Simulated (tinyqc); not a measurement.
Mass and g factor above the band edge: five-level k.p model folded onto the conduction band.

Second-order sums for the lowest conduction level at E: 1/m = 1 + Cm + (Ep/3)(2/E + 1/(E + Dso)) - (Ep2/3)(2/(E7 + D2 - E) + 1/(E7 - E)); g/2 = 1 + Cg - (Ep/3)(1/E - 1/(E + Dso)) - (Ep2/3)(1/(E7 - E) - 1/(E7 + D2 - E)). E is counted from the top of the valence band; E = Eg at the edge.

Values chosen for the exercise (near those of InP; shifted at random, so the results belong to these values and not to a real crystal):

| symbol | value | unit | meaning |
|---|---|---|---|
| Eg | 1.444 | eV | gap at Gamma to the s-like level |
| Dso | 0.102 | eV | spin-orbit splitting |
| Ep | 21.9 | eV | Kane energy |
| E7 | 4.83 | eV | upper Gamma7 conduction level, from the valence top |
| D2 | 0.08 | eV | its spin-orbit splitting, Gamma8 above Gamma7 |
| Ep2 | 1.8 | eV | Kane energy to the upper levels |
| Cm | -3 |  | remote term in 1/m |
| Cg | 0 |  | remote term in g/2 |

The sums are evaluated at E = Eg + dE, as is done for confined or hot electrons.

Results:

| dE (meV) | m(E) | g(E) | m(E)/m(Eg) | 1 + dE/Eg |
|---|---|---|---|---|
| 0 | 0.0812 | 1.325 | 1.0000 | 1.0000 |
| 20 | 0.0826 | 1.342 | 1.0166 | 1.0139 |
| 50 | 0.0846 | 1.367 | 1.0418 | 1.0346 |
| 100 | 0.0881 | 1.405 | 1.0843 | 1.0693 |
| 150 | 0.0916 | 1.440 | 1.1276 | 1.1039 |
| 200 | 0.0952 | 1.472 | 1.1716 | 1.1385 |
| 300 | 0.1025 | 1.528 | 1.2621 | 1.2078 |

What can be read from this table?

Over 300 meV the mass grows by 26.2 %, against 20.8 % for two levels alone, and g moves from 1.325 to 1.528, towards the free value 2.

(tinyqc, `OMP_NUM_THREADS=1 python tinyqc.py 1050691 1050692 out.jsonl`, Intel(R) Xeon(R) Processor @ 2.30GHz, 1 thread, shared host, about 0.01 s.)
